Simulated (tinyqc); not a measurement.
# Fermi-level pinning at a metal contact (Cowley-Sze model): unpinning by a thin insulator

Interface states of density Ds lie behind a thin layer of thickness dl. Neglecting the depletion charge, the barrier for electrons is phi = S (pM - chi) + (1 - S) E0 with S = 1/(1 + q Ds dl/(eps0 ei)); the barrier for holes is Eg - phi.

An inserted insulator of thickness t and permittivity 5.5 damps the metal-induced states, Ds(t) = Ds exp(-t/0.52 nm), and adds t/5.5 to dl/ei.

Inputs (values chosen for the exercise); material values close to those of silicon:
```
symbol,value,unit,meaning
Eg,1.13,eV,band gap
chi,4.09,eV,electron affinity
Ds,5.3e13,cm^-2 eV^-1,density of interface states
E0,0.83,eV,depth of their neutrality level below the conduction edge
dl,0.58,nm,thickness of the interface layer
ei,3.5,,its relative permittivity
pM,4.44,eV,metal work function
```

Constants: q = 1.602176634e-19 C, eps0 = 8.8541878128e-14 F/cm where lengths are in cm. Results are converted to the units shown.

Results:
```
t (nm),Ds(t) (cm^-2 eV^-1),S,phi (eV)
0,5.300e13,0.3862,0.6446
0.3,2.977e13,0.4574,0.6105
0.6,1.672e13,0.5461,0.5679
1.2,5.273e12,0.7319,0.4787
1.5,2.961e12,0.8097,0.4413
1.8,1.663e12,0.8708,0.4120
2.1,9.341e11,0.9153,0.3907
2.4,5.246e11,0.9459,0.3760
```

Estimate the missing row, t = 0.9 nm.

Computed row:
```
t (nm),Ds(t) (cm^-2 eV^-1),S,phi (eV)
0.9,9.389e12,0.6412,0.5222
```

With this row back in the table: S rises from 0.386 to 0.946, and phi falls from 0.645 to 0.376 eV, towards pM - chi = 0.350 eV. The insulator also adds a tunnelling resistance, which is not counted here and sets a best thickness.

Numbers from tinyqc (`OMP_NUM_THREADS=1 python tinyqc.py 2430001 2430002 out.jsonl`; about 0.01 s on one thread of a shared Intel Xeon 2.30GHz).
